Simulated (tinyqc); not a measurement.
# One-sided p+-n junction, ionisation integral and breakdown: what changes with what

A p+ layer at x < 0 and an n drift layer from x = 0. Depletion approximation, built-in voltage neglected. Local ionisation coefficients alpha_n = an exp(-(bn/E)^mx), alpha_p = ap exp(-(bp/E)^mx). Electrons move towards +x, holes towards x = 0.

Values chosen for this exercise; material values close to those of gallium nitride:
- eps_r = 9.32 (relative permittivity)
- an = 2.97e8 1/cm (prefactor of the electron ionisation coefficient)
- bn = 3.43e7 V/cm (field constant for electrons)
- ap = 1.38e8 1/cm (prefactor of the hole ionisation coefficient)
- bp = 2e7 V/cm (field constant for holes)
- mx = 1 (exponent)
- mu = 1060 cm^2/(V s) (electron mobility of the drift layer)
- N = 7e15 cm^-3 (donor density of the drift layer)

Constants: q = 1.602176634e-19 C, eps0 = 8.8541878128e-14 F/cm where lengths are in cm. Results are converted to the units shown.

Each table varies one quantity; the others keep the values above.

## Multiplication against voltage

W = sqrt(2 eps0 eps_r V/(q N)), peak field E0 = q N W/(eps0 eps_r), falling linearly to 0 at W. G(x) = integral from 0 to x of (alpha_n - alpha_p); I_n = integral of alpha_n exp(-G) (electrons injected at x = 0), I_p = integral of alpha_p exp(G(end) - G) (holes injected at the far edge); M = 1/(1 - I). Integrals on a fine grid; BV is where I_n = 1. Here BV = 2161.78 V; the Miller exponent is n = ln(1 - 1/M)/ln(V/BV).

Result of one run:

| V (V) | E0 (kV/cm) | I_n | I_p | M_n | M_p | Miller n, electrons | Miller n, holes |
|---|---|---|---|---|---|---|---|
| 1730 | 2.17e3 | 0.00875 | 0.861 | 1.01 | 7.17 | 21.3 | 0.674 |

What becomes of these results when the reverse voltage V is changed from 1730 to 2130 V, all else the same?

Result of the changed run:

| V (V) | E0 (kV/cm) | I_n | I_p | M_n | M_p | Miller n, electrons | Miller n, holes |
|---|---|---|---|---|---|---|---|
| 2130 | 2.41e3 | 0.631 | 0.999 | 2.71 | 979 | 31.1 | 0.0690 |

The whole series:

| V (V) | E0 (kV/cm) | I_n | I_p | M_n | M_p | Miller n, electrons | Miller n, holes |
|---|---|---|---|---|---|---|---|
| 865 | 1.53e3 | 2.68e-6 | 0.0223 | 1.00 | 1.02 | 14.0 | 4.15 |
| 1080 | 1.71e3 | 3.60e-5 | 0.104 | 1.00 | 1.12 | 14.7 | 3.27 |
| 1300 | 1.88e3 | 2.80e-4 | 0.306 | 1.00 | 1.44 | 16.1 | 2.33 |
| 1510 | 2.03e3 | 0.00152 | 0.596 | 1.00 | 2.47 | 18.1 | 1.44 |
| 1730 | 2.17e3 | 0.00875 | 0.861 | 1.01 | 7.17 | 21.3 | 0.674 |
| 1860 | 2.25e3 | 0.0278 | 0.947 | 1.03 | 18.9 | 23.8 | 0.362 |
| 1990 | 2.33e3 | 0.107 | 0.986 | 1.12 | 71.5 | 27.0 | 0.170 |
| 2080 | 2.38e3 | 0.320 | 0.996 | 1.47 | 272 | 29.6 | 0.0954 |
| 2130 | 2.41e3 | 0.631 | 0.999 | 2.71 | 979 | 31.1 | 0.0690 |

M_n rises from 1.000 to 2.71 and M_p from 1.023 to 979; both diverge at BV. The Miller exponent for electrons rises from 14.0 to 31.1 and that for holes falls from 4.15 to 0.0690, so one exponent describes neither over the whole range. The larger multiplication belongs to holes, whose coefficient at the peak field of the last row is 177 times the other.

## Effect of the drift doping

Same model as above.

Specific on-resistance Ron = W/(q mu N) with constant mobility and full ionisation.

Result of one run:

| N (cm^-3) | BV (V) | E0 at BV (kV/cm) | W at BV (um) | Ron (mohm cm^2) | BV^2/Ron (MW/cm^2) | eps0 eps_r mu E0^3/4 (MW/cm^2) |
|---|---|---|---|---|---|---|
| 1.5e16 | 1.16e3 | 2.60e3 | 8.93 | 0.351 | 3.85e3 | 3.85e3 |

What becomes of these results when the donor density of the drift layer N is changed from 1.5e16 to 5.6e16 cm^-3, all else the same?

Result of the changed run:

| N (cm^-3) | BV (V) | E0 at BV (kV/cm) | W at BV (um) | Ron (mohm cm^2) | BV^2/Ron (MW/cm^2) | eps0 eps_r mu E0^3/4 (MW/cm^2) |
|---|---|---|---|---|---|---|
| 5.6e16 | 404 | 2.97e3 | 2.73 | 0.0287 | 5.70e3 | 5.70e3 |

The whole series:

| N (cm^-3) | BV (V) | E0 at BV (kV/cm) | W at BV (um) | Ron (mohm cm^2) | BV^2/Ron (MW/cm^2) | eps0 eps_r mu E0^3/4 (MW/cm^2) |
|---|---|---|---|---|---|---|
| 5.8e14 | 1.72e4 | 1.97e3 | 175 | 178 | 1.67e3 | 1.67e3 |
| 1.1e15 | 1.01e4 | 2.07e3 | 97.0 | 51.9 | 1.95e3 | 1.95e3 |
| 2.1e15 | 5.85e3 | 2.18e3 | 53.6 | 15.0 | 2.28e3 | 2.28e3 |
| 4.1e15 | 3.36e3 | 2.31e3 | 29.0 | 4.17 | 2.70e3 | 2.70e3 |
| 7.9e15 | 1.96e3 | 2.45e3 | 16.0 | 1.19 | 3.22e3 | 3.22e3 |
| 1.5e16 | 1.16e3 | 2.60e3 | 8.93 | 0.351 | 3.85e3 | 3.85e3 |
| 2.9e16 | 683 | 2.77e3 | 4.93 | 0.100 | 4.66e3 | 4.66e3 |
| 5.6e16 | 404 | 2.97e3 | 2.73 | 0.0287 | 5.70e3 | 5.70e3 |

BV falls from 17200 to 404 V while the critical field rises from 1970 to 2970 kV/cm. BV goes as N^(-0.84) between the first two rows and N^(-0.80) between the last two (a coefficient proportional to E^7 gives -0.75 without punch-through). Ron goes as BV^(2.33) over the table; the last two columns agree since BV = E0 W/2 and N = eps0 eps_r E0/(q W).

Computed by the program tinyqc: `OMP_NUM_THREADS=1 python tinyqc.py 2120153 2120154 out.jsonl`, one thread of a shared Intel Xeon 2.30GHz, about 0.07 s for the whole run.
